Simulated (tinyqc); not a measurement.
Inside a calculation. Model: q-state Potts model on a small periodic square lattice: enumeration, Metropolis, heat-bath and Wolff steps. Computed by tinyqc, a small Python program that keeps every step. Command: `OMP_NUM_THREADS=1 python tinyqc.py 3113397 3113398 out.jsonl potts walk`. One thread of a shared host (Intel(R) Xeon(R) Processor @ 2.30GHz), about 0.07 s of CPU time with the checks. Intermediate numbers are printed to about 5 digits and carried at full precision; extremes and crossings named in words are read from the listed rows.

E = -J x (number of nearest-neighbour bonds with equal states); n x n sites with periodic edges have 2 n^2 bonds. Order parameter m = (q f - 1)/(q - 1), f being the largest share of one state. Sites are numbered row by row from 0. Here q = 3 and n = 3.

Inputs (values chosen for the exercise, for a model of domains or grain orientations):
```
quantity             value  unit
number of states q       3     -
edge n                   3     -
coupling J              64   meV
temperature T          575     K
seed                133003     -
```

Update: heat bath.

Constants: k_B = 8.617333262e-05 eV/K.

## Scales

K = J/(k_B T); the infinite square lattice orders at K_c = ln(1 + sqrt(q)); Wolff bond probability p = 1 - exp(-K).

K = 1.2916

K_c = 1.0051

T_c of the infinite lattice = 738.96 K

p = 0.72518

## Density of states

All q^(n^2) states are counted by their number b of equal bonds; weights g(b) exp(K b), K = J/(k_B T). Per site: u = -J <b>/n^2, c/k_B = K^2 (<b^2> - <b>^2)/n^2.

States by number of equal bonds:
```
b   g(b)  probability
0     12   2.8022e-10
2    540   1.6696e-07
3    936   1.0530e-06
4   3240   1.3263e-05
5   3996   5.9523e-05
6   3348   1.8146e-04
7   3240   6.3900e-04
8   2592   1.8601e-03
9    660   1.7234e-03
10   810   7.6964e-03
11   108   3.7340e-03
12   144   1.8116e-02
14    54   8.9948e-02
18     3   8.7603e-01
```

The most probable level has b = 18 of 18 bonds.

## Exact averages

ln Z = ln sum g(b) exp(K b); entropy per site s/k_B = (ln Z - K <b>)/n^2.

<b> = 17.400

energy u = -123.73 meV/site

heat capacity c = 0.52798 k_B/site

entropy s = 0.22295 k_B/site

## Order parameter

The same sums with m: <m> and the Binder ratio U = 1 - <m^4>/(3 <m^2>^2).

<m> = 0.97015

Binder ratio U = 0.65873

## Eight single-site steps

start states:
```
   1  2  3
1  2  1  0
2  0  2  2
3  0  0  0
```

random numbers, one row a step:
```
        1       2       3
1  0.1735  0.3569  0.6906
2  0.5731  0.6518  0.3404
3  0.9308  0.2825  0.6898
4  0.1764  0.8126  0.8364
5  0.3830  0.7406  0.5574
6  0.9424  0.3118  0.2507
7  0.5468  0.8018  0.3797
8  0.1248  0.9567  0.6208
```

Site = floor(r1 n^2). State c is drawn with probability exp(K k_c)/sum exp(K k), k_c the number of neighbours in state c: the first c whose cumulative probability reaches r2; r3 is not used.

Steps:
```
site  old  neighbours in each state   P(old)   P(new)  new
1       1                     2 0 2  0.03639  0.48181    0
5       2                     3 0 1  0.06889  0.91217    0
8       0                     4 0 0  0.98872  0.98872    0
1       0                     2 0 2  0.48181  0.48181    2
3       0                     2 0 2  0.48181  0.48181    2
8       0                     4 0 0  0.98872  0.98872    0
4       2                     2 0 2  0.48181  0.48181    2
1       2                     2 0 2  0.48181  0.48181    2
```

states afterwards:
```
   1  2  3
1  2  2  0
2  2  2  0
3  0  0  0
```

## A longer run and its error bar

After 400 updates are discarded, b is recorded for 4000 sweeps of n^2 steps of the update named (random numbers not printed, so these rows are one sample). Records are averaged in blocks; the error is the scatter of block means over sqrt(number of blocks), and the last column its square over that for single records.

Blocking:
```
block length   mean b     error  variance ratio
1             17.4075  0.025955          1.0000
4             17.4075  0.038988          2.2565
16            17.4075  0.051487          3.9351
40            17.4075  0.050276          3.7522
100           17.4075  0.044864          2.9879
```

The run gives 17.407 +/- 0.050 (blocks of 40) against the exact 17.400, a difference of 0.2 error bars. Single records understate the error by a factor of about 1.9, because successive records are correlated.

## Across the transition

m and U = 1 - <m^4>/(3 <m^2>^2) from the same sums; K = K_c T_c/T.

Exact values for this lattice:
```
T/T_c  share of equal bonds  c (k_B/site)      <m>        U
0.50                0.99860        0.0472  0.99891  0.66644
0.70                0.98299        0.3224  0.98544  0.66309
0.85                0.94381        0.7523  0.94766  0.65169
0.95                0.89867        1.0515  0.90083  0.63529
1.00                0.87106        1.1620  0.87111  0.62377
1.10                0.81016        1.2568  0.80346  0.59424
1.25                0.71984        1.1226  0.69909  0.53855
1.50                0.60698        0.6992  0.56355  0.44431
2.00                0.49791        0.2654  0.42963  0.33138
3.00                0.42569        0.0797  0.34387  0.26976
```

c is largest, 1.26 k_B, at T/T_c = 1.1: on so small a lattice the transition is a broad bump. At T_c the infinite lattice has a share (1 + 1/sqrt(q))/2 = 0.789 of equal bonds, against 0.871 here. <m> stays at 0.34 at 3 T_c, since the largest share among 9 sites always exceeds 1/q on average.

Checks made by the program: number of states (relative difference below 1e-10).
